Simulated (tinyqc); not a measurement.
## Hot electrons in a saturated n-channel MOSFET, lucky-electron model: effect of the gate voltage

Beyond pinch-off the lateral field grows as Esat cosh(y/l) over the velocity-saturated region (pseudo-two-dimensional model). Impact ionisation in this region gives the substrate current, which biases the body forward through Rsub. Currents are per width. Local-field laws: they overstate ionisation when the field peak is narrower than an energy relaxation length.

Cox = 3.9 eps0/tox, l = sqrt(3 tox xj), Esat = 2 vs/mu. Overdrive g = Vg - VT + kb Vb; Vdsat = g Esat L/(g + Esat L); Id = Cox vs (g - Vdsat); dV = Vd - Id Rd - Vdsat; Em = sqrt((dV/l)^2 + Esat^2); Isub = Id (Ai/Bi) l Em exp(-Bi/Em). Vb = Rsub Isub is solved self-consistently. Lifetime tau = (Hl/Id)(Isub/Id)^(-m); 1 year = 3.15576e7 s.

Parameters, values chosen for the exercise; values close to those of silicon n-channel devices: channel length L = 0.25 um; oxide thickness tox = 5.5 nm; junction depth xj = 100 nm; threshold VT = 0.72 V; effective mobility mu = 380 cm^2/(V s); saturation velocity vs = 8.7e6 cm/s; ionisation prefactor Ai = 2e6 1/cm; ionisation field Bi = 1.73 MV/cm; resistance of the lightly doped drain Rd = 0 ohm um; substrate resistance Rsub = 4000 ohm um; fall of VT per volt of forward body bias kb = 0.27; lifetime exponent m = 3; lifetime constant Hl = 1200 s uA/um; drain voltage Vd = 2.1 V.

Constants: eps0 = 8.8541878128e-14 F/cm where lengths are in cm. Results are converted to the units shown.

Result of one run:
```
Vg (V)	Id (uA/um)	Em (MV/cm)	Isub (uA/um)	Isub/Id	tau (years)
1.02	34.409	0.46046	1.7374	0.050491	0.0085853
```

What becomes of these results when the gate voltage Vg is changed from 1.02 to 1.48 V, all else the same?

Result of the changed run:
```
Vg (V)	Id (uA/um)	Em (MV/cm)	Isub (uA/um)	Isub/Id	tau (years)
1.48	167.35	0.40669	4.5415	0.027137	0.011370
```

The whole series:
```
Vg (V)	Id (uA/um)	Em (MV/cm)	Isub (uA/um)	Isub/Id	tau (years)
0.87	9.5727	0.48637	0.62365	0.065149	0.014366
1.02	34.409	0.46046	1.7374	0.050491	0.0085853
1.18	72.865	0.43821	2.8932	0.039707	0.0083361
1.33	117.12	0.42108	3.8059	0.032495	0.0094619
1.48	167.35	0.40669	4.5415	0.027137	0.011370
1.64	226.02	0.39367	5.1578	0.022820	0.014158
1.79	284.80	0.38318	5.6090	0.019695	0.017477
1.95	350.70	0.37347	5.9861	0.017069	0.021803
2.1	414.95	0.36548	6.2645	0.015097	0.026632
```

As Vg goes from 0.87 to 2.1 V, Em falls from 0.486 to 0.365 MV/cm, Isub rises from 0.624 to 6.26 uA/um and tau goes from 0.0144 through a minimum of 0.00834 (at Vg = 1.18 V among the rows listed) to 0.0266 years.

Computed by the program tinyqc: `OMP_NUM_THREADS=1 python tinyqc.py 2550123 2550124 out.jsonl`, one thread of a shared Intel Xeon 2.30GHz, about 0.01 s for the whole run.
